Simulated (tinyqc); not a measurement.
# Input admittance of a MOSFET at zero drain bias: distributed channel and distributed gate: two studies

Source and drain grounded, strong inversion, w = 2 pi f, Cox = eps0 eox/tox. The channel is an RC line of resistance 1/(mu Cox Vo) per square fed from both ends, so one finger has the intrinsic admittance y = i w Cox L tanh(g)/g per width, g = (1/2) sqrt(i w tau), tau = L^2/(mu Vo). The vertical resistance rv/L is in series with y, the overlaps 2 i w Cov in parallel: y_t = 1/(1/y + rv/L) + 2 i w Cov. The gate strip is a line of Rsh/L per length loaded by y_t, so a finger has Y = y_t Wf tanh(k)/k, k = (Wf/sd) sqrt(y_t Rsh/L); the device has Nf Y.

Parameters, values chosen for the exercise; values of the order met in silicon radio-frequency transistors: relative permittivity of the gate insulator (close to silicon dioxide) eox = 3.9; insulator thickness tox = 2.5 nm; channel length L = 0.26 um; finger width Wf = 11 um; number of fingers Nf = 8; channel mobility mu = 260 cm^2/(V s); gate overdrive Vo = 0.23 V; sheet resistance of the gate Rsh = 23 ohm/square; vertical resistivity of the gate stack rv = 0 ohm um^2; number of ends at which a finger is contacted sd = 2; overlap and fringe capacitance on each side Cov = 0.37 fF/um; frequency f = 8.8 GHz.

Constants: eps0 = 8.8541878128e-14 F/cm where lengths are in cm. Results are converted to the units shown.

Each table varies one quantity; the others keep the values above.

## Input impedance against frequency

Low-frequency limits, with c = Cox L and ct = c + 2 Cov: R_strip = Rsh Wf/(3 sd^2 L Nf), R_ch = (c/ct)^2 L/(12 mu Cox Vo Wf Nf), R_vert = (c/ct)^2 rv/(L Wf Nf), C = ct Wf Nf. Z = 1/(Nf Y) = R + 1/(i w C), Q = |Im Z|/R, far-point signal |1/cosh k|.

The same in every row: low-frequency R (ohm) = 12.19.

Input impedance against frequency:

| f (GHz) | w tau | \|k\| | R (ohm) | C (fF) | Q | signal at the far point |
|---|---|---|---|---|---|---|
| 0.09 | 0.006392 | 0.08096 | 12.19 | 381.2 | 380.7 | 1.000 |
| 0.2 | 0.01421 | 0.1207 | 12.19 | 381.1 | 171.3 | 1.000 |
| 0.7 | 0.04972 | 0.2258 | 12.19 | 381.1 | 48.96 | 0.9997 |
| 2 | 0.1421 | 0.3816 | 12.18 | 381.0 | 17.15 | 0.9975 |
| 5 | 0.3551 | 0.6033 | 12.17 | 379.9 | 6.884 | 0.9848 |
| 10 | 0.7103 | 0.8524 | 12.13 | 376.4 | 3.487 | 0.9430 |
| 40 | 2.841 | 1.677 | 11.43 | 325.9 | 1.068 | 0.5710 |
| 100 | 7.103 | 2.468 | 9.880 | 236.2 | 0.6820 | 0.2596 |
| 300 | 21.31 | 3.376 | 7.839 | 122.3 | 0.5532 | 0.1046 |

What does the comparison show?

R falls from 12.2 to 7.84 ohm and C falls from 381 to 122 fF. Q goes as f^(-1.00) between the first two rows and f^(-0.19) between the last two, where w tau = 21.3 and |k| = 3.38. The low-frequency limits hold both R and C within 5 % up to f = 10 GHz among the rows.

## Effect of the gate overdrive

Same model as above.

Effect of the gate overdrive:

| Vo (V) | w tau | \|k\| | R (ohm) | low-frequency R (ohm) | C (fF) | Q | signal at the far point |
|---|---|---|---|---|---|---|---|
| 0.2 | 0.7188 | 0.7996 | 12.44 | 12.49 | 377.3 | 3.852 | 0.9533 |
| 0.35 | 0.4107 | 0.8002 | 11.44 | 11.48 | 377.6 | 4.185 | 0.9592 |
| 0.5 | 0.2875 | 0.8004 | 11.04 | 11.08 | 377.7 | 4.336 | 0.9616 |
| 0.65 | 0.2212 | 0.8004 | 10.83 | 10.86 | 377.7 | 4.422 | 0.9630 |
| 0.8 | 0.1797 | 0.8005 | 10.69 | 10.73 | 377.7 | 4.478 | 0.9638 |
| 0.95 | 0.1513 | 0.8005 | 10.60 | 10.63 | 377.7 | 4.517 | 0.9644 |
| 1.1 | 0.1307 | 0.8005 | 10.53 | 10.56 | 377.7 | 4.545 | 0.9648 |
| 1.25 | 0.1150 | 0.8005 | 10.48 | 10.51 | 377.7 | 4.567 | 0.9651 |

As Vo goes from 0.2 to 1.25, R falls from 12.4 to 10.5 ohm, C stays near 378 fF and Q rises from 3.85 to 4.57. Only the channel term depends on Vo.

Computed by the program tinyqc: `OMP_NUM_THREADS=1 python tinyqc.py 2262095 2262096 out.jsonl`, one thread of a shared Intel Xeon 2.30GHz, about 0.01 s for the whole run.
